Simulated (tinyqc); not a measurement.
What each parameter does: strained quantum well: band edges, subbands and transparency.

Growth on (001), barriers unstrained: tr(e) = e (2 - nu2), Z = b e (1 + nu2); Ec = Ev + Eg + ac tr(e), E_HH = Ev + av tr(e) + Z, E_LH = Ev + av tr(e) - Z (coupling to the split-off band left out).

Masses along z: me, 1/(g1 - 2 g2) for HH, 1/(g1 + 2 g2) for LH, likewise in the barrier; in the plane me, 1/(g1 + g2) for HH and 1/(g1 - g2) for LH (no mixing, which understates the hole masses away from k = 0). Level n solves k L + 2 atan[(k/m)/(kappa/mb)] = n pi, k = sqrt(m E/c), kappa = sqrt(mb (V - E)/c), c = hbar^2/2m0.

Transparency (Bernard-Duraffourg): Fc - Fv equals the lowest transition energy with n = p, n = sum m/(2 pi c) kB T ln(1 + exp((Fc - E)/kB T)) and p likewise over the listed subbands; c = hbar^2/2m0, 1/angstrom^2 = 1e16/cm^2.

Constants: hbar^2/2m0 = 3.80998211 eV angstrom^2; kB = 8.617333262e-05 eV/K; hc = 1239.841984 eV nm.

Parameters, chosen for this exercise (near those of an InGaAs/InP well; shifted at random, so the results belong to these values and not to a real crystal): e = 0.0074 (strain in the plane); nu2 = 0.982 (2 C12/C11); Eg = 0.836 eV (unstrained gap of the well); Ev = -0.617 eV (its valence edge); ac = -6.27 eV; av = 1.09 eV (Ev moves by av tr(e)); b = -1.91 eV (shear potential); Egb = 1.353 eV (gap of the barrier); Evb = -0.94 eV (its valence edge); L = 54 angstrom (well width); me = 0.0472 m0 (electron mass); g1 = 12.58 (gamma1); g2 = 4.83 (gamma2); meb = 0.08 m0; g1b = 5.08; g2b = 1.6; T = 250 K (temperature).

Edge wavelength, hh1 - lh1 and n_tr.

Results for these values:
```
case  wavelength (nm)  hh1 - lh1 (meV)  n_tr (1e12/cm^2)
base           1363.3              3.3             0.529
```

What happens to each result for b = -2.2 eV, all else kept?

Answer: wavelength rises from 1363.3 to 1364.1; hh1 - lh1 falls from 3.3 to -4.7; n_tr rises from 0.529 to 0.536.

The same for each parameter in turn:
```
case             wavelength (nm)  hh1 - lh1 (meV)  n_tr (1e12/cm^2)
base                      1363.3              3.3             0.529
L = 64 angstrom           1401.7             -6.1             0.536
e = 0.0054                1355.0             17.4             0.461
Eg = 0.816 eV             1389.4              3.3             0.529
b = -2.2 eV               1364.1             -4.7             0.536
ac = -5.64 eV             1357.3              3.3             0.529
me = 0.0519 m0            1365.8              3.3             0.560
g1 = 13.33                1358.7              0.8             0.526
T = 290 K                 1363.3              3.3             0.619
```

tinyqc: `OMP_NUM_THREADS=1 python tinyqc.py 1280570 1280571 out.jsonl`; about 0.02 s, one thread, shared Intel(R) Xeon(R) Processor @ 2.30GHz.
